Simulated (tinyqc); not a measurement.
# Electromigration in a confined line: Blech product, Korhonen stress evolution and Black's law, step by step

A worked calculation. Computed by tinyqc, a small Python program that keeps every step. Command: `OMP_NUM_THREADS=1 python tinyqc.py 3015397 3015398 out.jsonl emigr walk`. One thread of a shared host (Intel(R) Xeon(R) Processor @ 2.30GHz), about 0.01 s of CPU time with the checks. Intermediate numbers are printed to about 6 digits and carried at full precision; extremes and crossings named in words are read from the listed rows.

The electron wind pushes atoms from the cathode (x = 0) to the anode (x = L); blocking ends build a back stress (tension positive). The input rho is taken not to change with temperature. d sigma/dt = d/dx [kappa (d sigma/dx + G)], with zero flux at both ends and sigma = sigma_0 at t = 0.

Inputs (values chosen for the exercise, close to those used for cobalt lines):
```
quantity                              value          unit
resistivity rho                        11.3  micro-ohm cm
atomic volume Omega                    11.1    angstrom^3
effective charge number Z*              2.6             -
prefactor D0                        1.3e-06         m^2/s
activation energy E                    1.27            eV
effective modulus B                      60           GPa
critical stress sigma_c                 470           MPa
initial stress sigma_0                  110           MPa
current density j                      0.87       MA/cm^2
line length L                            17            um
test temperature T                      260             C
time as a fraction of L^2/kappa, s    0.034             -
use temperature T_u                      85             C
use current density j_u                 0.2       MA/cm^2
current exponent n                      1.2             -
```

Start: thermal stress.

Constants: e = 1.602176634e-19 C; k_B = 8.617333262e-05 eV/K; k_B = 1.380649e-23 J/K.

## Driving force and diffusivities

G = Z* e rho j/Omega; D = D0 exp(-E/(k_B T)); kappa = D B Omega/(k_B T); drift velocity of an unconfined line v = D Z* e rho j/(k_B T). SI: 1 micro-ohm cm = 1e-8 ohm m, 1 MA/cm^2 = 1e10 A/m^2. Temperatures in kelvin are T(C) + 273.15.

stress gradient G = 36.8942 MPa/um

diffusivity D = 1.28483e-18 m^2/s

kappa = 1.16248e-16 m^2/s

drift velocity = 0.257333 nm/h

## Steady state and Blech product

At steady state sigma(x) = sigma_0 + G (L/2 - x). A void forms only if the cathode stress reaches sigma_c, that is if j L exceeds (j L)_c = 2 Omega (sigma_c - sigma_0)/(Z* e rho). Time scale tau = L^2/kappa.

steady cathode stress = 423.601 MPa

j L = 1479 A/cm

critical product (j L)_c = 1697.83 A/cm

tau = 690.572 h

j L is 0.871 times the critical product: the back stress stops the flux first, and the line is immortal in this model.

## Series terms at the cathode

sigma(x, t) = sigma_0 + G L [1/2 - x/L - 4 sum_(m odd) cos(m pi x/L) exp(-m^2 pi^2 s)/(m pi)^2], s = t/tau, summed to m = 399. The terms at x = 0 are 4 exp(-m^2 pi^2 s)/(m pi)^2; tau = L^2/kappa.

terms for m = 1, 3, 5, 7: 0.289751  0.00219738  3.68513e-06  5.97811e-10

cathode stress at time s = 240.488 MPa

time t = 23.4795 h

## Stress along the line

Steady state: sigma_0 + G L (1/2 - x/L). Take x/L = 0, 0.1, 0.2, 0.3, 0.4, 0.6, 0.8 and 1.

Stress (MPa):
```
x/L  at time s  steady state
0.0    240.488       423.601
0.1    187.233       360.881
0.2    151.564       298.161
0.3    129.931       235.440
0.4    117.674       172.720
0.6    102.326        47.280
0.8     68.436       -78.161
1.0    -20.488      -203.601
```

## Finite line against the semi-infinite law

Semi-infinite line: sigma(0, t) = sigma_0 + 2 G L sqrt(s/pi). One-term form: keep m = 1 alone.

Cathode stress (MPa):
```
s            t (h)  full series  semi-infinite  one term
0.002  1.38114e+00      141.650        141.650   174.374
0.005  3.45286e+00      160.043        160.043   181.645
0.01   6.90572e+00      180.772        180.772   193.295
0.02   1.38114e+01      210.087        210.087   214.940
0.05   3.45286e+01      268.082        268.251   268.415
0.1    6.90572e+01      328.856        333.801   328.860
0.2    1.38114e+02      388.290        426.503   388.290
0.4    2.76229e+02      418.696        557.602   418.696
0.8    5.52458e+02      423.506        743.005   423.506
```

Among these rows the semi-infinite law holds to 1 % up to s = 0.05 and the one-term form from s = 0.05 on: the far end is felt once sqrt(kappa t) is no longer small against L, and by then the terms with m > 1 have nearly died out. The critical stress 470 MPa is not reached in these rows.

## Extrapolation by Black's law

Median life t50 = A j^(-n) exp(E/(k_B T)); acceleration factor = t50(use)/t50(test) = (j/j_u)^n exp[(E/k_B)(1/T_u - 1/T)].

current factor = 5.83697

temperature factor = 734440

acceleration factor = 4.28690e+06

At the use current j_u L lies below the critical product, where Black's law does not apply: the line would not fail by this mechanism. Caution: the test j L lies below the critical product, so the line would not void in the test and the acceleration factor is formal. Caution: an acceleration factor above a million assumes one mechanism over a range that no test covers. Caution: j_u L lies below the critical product, so the acceleration factor is formal: at use the line would not void.

Checks made by the program: series against a 200-cell finite-volume solution (on the scale of G L) (relative difference 3e-07).
